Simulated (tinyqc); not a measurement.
Resistance of a source-drain extension with a graded tip: one step of the calculation.

y runs along the channel, the gate covers y > 0. The doping is N0 for y < y0 and N0 10^(-(y - y0)/la) beyond, uniform over the depth xj. Sheet conductance s(y) = q mu(N) max(N - Nch, 0) xj + (for y > 0) ma Cox Vo, with mu(N) = u0 + (u1 - u0)/(1 + (N/Nr)^au) and Cox = eps0 eox/tox. Current is taken as one-dimensional; depletion of the tip, spreading and the contact are left out. The metallurgical junction lies at yj, where N = Nch.

Task. Sheet resistances and junction position. yj = y0 + la log10(N0/Nch); sheet resistance of the full extension 1/[q mu(N0)(N0 - Nch) xj] and of the gate-induced layer 1/(ma Cox Vo); metallurgical length Lg - 2 yj; ye is where the doped and the gate-induced conductances are equal.

Inputs (values chosen for the exercise); mobility law close to that of holes in silicon:
```
symbol,value,unit,meaning
eox,3.9,,relative permittivity of the gate insulator (close to silicon dioxide)
tox,1.4,nm,insulator thickness
N0,8.7e19,cm^-3,active doping of the extension far from the gate
la,5.2,nm/decade,lateral abruptness
y0,4.1,nm,position under the gate where the fall begins (gate edge at 0)
xj,20,nm,depth of the extension
Nch,9e17,cm^-3,channel doping
Vo,0.77,V,gate overdrive
ma,44,cm^2/(V s),mobility of the gate-induced layer
u1,470.5,cm^2/(V s),mobility at low doping
u0,44.9,cm^2/(V s),mobility at high doping
Nr,2.23e17,cm^-3,reference doping
au,0.719,,exponent
Lg,45,nm,gate length
```

Constants: q = 1.602176634e-19 C, eps0 = 8.8541878128e-14 F/cm where lengths are in cm. Results are converted to the units shown.

Find: yj; sheet resistance of the extension; sheet resistance of the induced layer; metallurgical length; ye; N at ye.

Result.

yj = 14.42 nm
sheet resistance of the extension = 715.5 ohm/square
sheet resistance of the induced layer = 1.197e4 ohm/square
metallurgical length = 16.15 nm
ye = 11.27 nm
N at ye = 3.636e18 cm^-3

The gate takes over 3.15 nm before the junction, where N is still 4.04 times the channel doping.

Computed by the program tinyqc: `OMP_NUM_THREADS=1 python tinyqc.py 2282235 2282236 out.jsonl`, one thread of a shared Intel Xeon 2.30GHz, about 0.03 s for the whole run.
